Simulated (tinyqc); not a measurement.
Thickness of the film: ellipsoidal valleys in the axes of a wafer and a channel.

Valleys with axes a along [111], [1-1-1], [-11-1] and [-1-11], one whole valley each; inverse mass tensor w = 1/mt + (1/ml - 1/mt) a a. Device axes: z = nz/|nz|, x = nx/|nx|, y = z cross x; in them a = (ax, ay, az). Confinement mass mz = 1/w_zz. In the plane w_ij is replaced by u_ij = w_ij - w_iz w_jz/w_zz (i, j = x, y); density-of-states mass md = 1/sqrt(det u); conductivity mass along x mc = 1/u_xx; ballistic transport mass mx = u_yy/det u, width mass my = 1/u_yy.

Hard walls: E_n = c (n pi/t)^2/mz, c = hbar^2/2m0, n = 1, 2, 3. Non-degenerate share of a valley proportional to md sum_n exp(-E_n/kT); mean 1/mc = sum of share/mc. 1 nm = 10 angstrom.

Constants: hbar^2/2m0 = 3.80998211 eV angstrom^2; kB = 8.617333262e-05 eV/K.

Values chosen for the exercise (near those of the L valleys of Ge; shifted at random, so the results belong to these values and not to a real crystal):
- ml = 1.642 m0 (longitudinal mass)
- mt = 0.083 m0 (transverse mass)
- nz = (2, 1, 0) (surface normal (confinement))
- nx = (0, 0, 1) (channel direction)
- T = 400 K (temperature)

Share of the lowest ladder and mean conductivity mass.

Results:
```
t (nm)  lowest E1 (meV)  spread of E1 (meV)  share of the lowest ladder  mean mc
2.0               487.4               573.5                       1.000   0.3137
3.0               216.6               254.9                       0.999   0.3133
4.0               121.8               143.4                       0.977   0.3035
5.0                78.0                91.8                       0.907   0.2752
7.0                39.8                46.8                       0.731   0.2234
10.0               19.5                22.9                       0.606   0.1970
14.0                9.9                11.7                       0.555   0.1881
```

How do the results move, and what explains it?

The spread falls as 1/t^2 and passes kT = 34.5 meV between t = 7 and 10 nm; the share of the lowest ladder goes from 1.000 to 0.555 and the mean mass goes from 0.3137 to 0.1881, against 0.1791 for equal shares, the limit of a thick film (the bulk value 3/(1/ml + 2/mt) is 0.1214; the two differ since axes are tilted in the x-z plane and in a quantised film no valley carries current across it; once scattering blurs the subbands the bulk value returns). Three subbands a valley become too few once E3 nears kT. In the thinnest rows E1 (487 meV) is beyond the parabolic range, and the Delta valleys can pass below.

(tinyqc, `OMP_NUM_THREADS=1 python tinyqc.py 1850092 1850093 out.jsonl`, Intel(R) Xeon(R) Processor @ 2.30GHz, 1 thread, shared host, about 0.01 s.)
